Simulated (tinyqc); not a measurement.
# Front-illuminated p-i-n photodiode, quantum efficiency and bandwidth: what changes with what

Light enters through a p layer (0 to xp), a depleted layer (xp to xp + wi) and a thick n substrate, decaying as exp(-al x); one pass, no back reflection. Carriers made in the depleted layer are all collected; those in the neutral layers diffuse.

Values chosen for this exercise; values close to those of In0.53Ga0.47As at this wavelength:
- lam = 1550 nm (wavelength)
- al = 6760 1/cm (absorption coefficient)
- Rf = 0.3 (reflectance of the front face)
- eps_r = 13.4 (relative permittivity)
- xp = 0.67 um (thickness of the front p layer)
- wi = 1.6 um (thickness of the depleted layer)
- Dn = 77 cm^2/s (electron diffusion coefficient in the p layer)
- Ln = 2 um (electron diffusion length in the p layer)
- S = 1e5 cm/s (recombination velocity of the front surface)
- Lp = 24 um (hole diffusion length in the thick n substrate)
- ve = 6.8e6 cm/s (electron drift velocity)
- vh = 4.92e6 cm/s (hole drift velocity)
- dia = 140 um (diameter)
- RL = 50 ohm (load resistance)
- Cp = 8 fF (parasitic capacitance)

Constants: q = 1.602176634e-19 C, h = 6.62607015e-34 J s, c = 299792458 m/s, eps0 = 8.8541878128e-14 F/cm where lengths are in cm. Results are converted to the units shown.

Each table varies one quantity; the others keep the values above.

## Efficiency and bandwidth against the thickness of the depleted layer

k = al Ln, s = S Ln/Dn, e = exp(-al xp); front layer f1 = (k/(k^2 - 1)) {[s + k - e (s cosh(xp/Ln) + sinh(xp/Ln))]/[s sinh(xp/Ln) + cosh(xp/Ln)] - k e}; depleted layer f2 = e (1 - exp(-al wi)); substrate f3 = e exp(-al wi) al Lp/(1 + al Lp); external efficiency (1 - Rf)(f1 + f2 + f3); responsivity = efficiency q lam/(h c). Drift response for pairs made in the depleted layer, a = al wi, g = 1 - exp(-a), u = 2 pi i f, te = wi/ve, th = wi/vh: electrons He = [g - a (exp(-a) - exp(-u te))/(u te - a)]/(u te g), holes Hh = [g - a (1 - exp(-a - u th))/(a + u th)]/(u th g); C = eps0 eps_r pi (dia/2)^2/wi + Cp; total |He + Hh|/sqrt(1 + (2 pi f RL C)^2), for the current of the depleted layer alone. Limits are the frequencies at which each factor falls to 1/sqrt(2); inverse-square sum (f_transit^-2 + f_RC^-2)^(-1/2); the diffusion currents f1 and f3 are left out of the bandwidth.

Results:
```
wi (um)	f2	f1 + f3	responsivity (A/W)	transit limit (GHz)	RC limit (GHz)	3 dB bandwidth (GHz)	inverse-square sum (GHz)	bandwidth x (1 - Rf) f2 (GHz)
0.2	0.08040	0.8594	0.8224	155.8	0.3483	0.3483	0.3483	0.01960
0.57	0.2033	0.7436	0.8287	55.46	0.9909	0.9907	0.9908	0.1410
0.95	0.3013	0.6513	0.8336	33.73	1.649	1.646	1.647	0.3471
1.6	0.4202	0.5393	0.8397	20.43	2.769	2.735	2.744	0.8045
2.7	0.5333	0.4328	0.8454	12.40	4.651	4.272	4.354	1.595
4.5	0.6054	0.3648	0.8491	7.544	7.691	5.173	5.386	2.192
7.6	0.6320	0.3398	0.8504	4.396	12.82	4.092	4.158	1.811
13	0.6357	0.3363	0.8506	2.462	21.44	2.441	2.446	1.086
```

Estimate the missing row, wi = 0.34 um.

Computed row:
```
wi (um)	f2	f1 + f3	responsivity (A/W)	transit limit (GHz)	RC limit (GHz)	3 dB bandwidth (GHz)	inverse-square sum (GHz)	bandwidth x (1 - Rf) f2 (GHz)
0.34	0.1305	0.8121	0.8250	92.18	0.5917	0.5917	0.5917	0.05407
```

With this row back in the table: As wi goes from 0.2 to 13, the responsivity rises from 0.822 to 0.851 A/W and the bandwidth goes from 0.348 through a maximum of 5.17 (at wi = 4.5 among the rows listed) to 2.44 GHz. The RC limit is the lower one for wi = 0.2, 0.34, 0.57, 0.95, 1.6, 2.7, the transit limit elsewhere. Adding inverse squares of the two limits is within 4.1 % of the full result. The product of bandwidth and fast efficiency goes from 0.0196 through a maximum of 2.19 (at wi = 4.5 among the rows listed) to 1.09 GHz. In every row the diffusion currents exceed 0.3 of the drift current; their own response times, left out, may then shape the whole response.

## Efficiency and bandwidth against the absorption coefficient

Same model as above.

lam is held fixed while al varies.

The same in every row: RC limit (GHz) = 2.769.

Results:
```
al (1/cm)	f2	f1 + f3	responsivity (A/W)	transit limit (GHz)	3 dB bandwidth (GHz)	inverse-square sum (GHz)	bandwidth x (1 - Rf) f2 (GHz)
30	0.004779	0.06857	0.06419	19.33	2.731	2.741	0.009135
90	0.01421	0.1796	0.1696	19.34	2.731	2.741	0.02717
300	0.04593	0.4095	0.3986	19.38	2.731	2.741	0.08781
900	0.1263	0.6115	0.6456	19.49	2.731	2.742	0.2414
3000	0.3118	0.6130	0.8093	19.86	2.733	2.743	0.5965
9000	0.4175	0.5412	0.8390	20.70	2.736	2.745	0.7996
30000	0.1329	0.7879	0.8058	20.97	2.738	2.745	0.2547
3e5	1.865e-9	0.8772	0.7676	18.88	2.732	2.740	3.566e-9
```

Estimate the missing row, al = 90000 1/cm.

Computed row:
```
al (1/cm)	f2	f1 + f3	responsivity (A/W)	transit limit (GHz)	3 dB bandwidth (GHz)	inverse-square sum (GHz)	bandwidth x (1 - Rf) f2 (GHz)
90000	0.002405	0.8860	0.7775	19.37	2.733	2.741	0.004603
```

With this row back in the table: As al goes from 30 to 3e5, the responsivity goes from 0.0642 through a maximum of 0.839 (at al = 9000 among the rows listed) to 0.768 A/W and the bandwidth stays near 2.73 GHz. The RC limit is the lower one in every row. Adding inverse squares of the two limits is within 0.38 % of the full result. Strong absorption puts the pairs into the front layer, where they must diffuse against surface loss; weak absorption lets light pass beyond a diffusion length of the junction. In every row the diffusion currents exceed 0.3 of the drift current; their own response times, left out, may then shape the whole response.

tinyqc, about 0.01 s, one thread, Intel Xeon 2.30GHz (shared host): `OMP_NUM_THREADS=1 python tinyqc.py 2250118 2250119 out.jsonl`
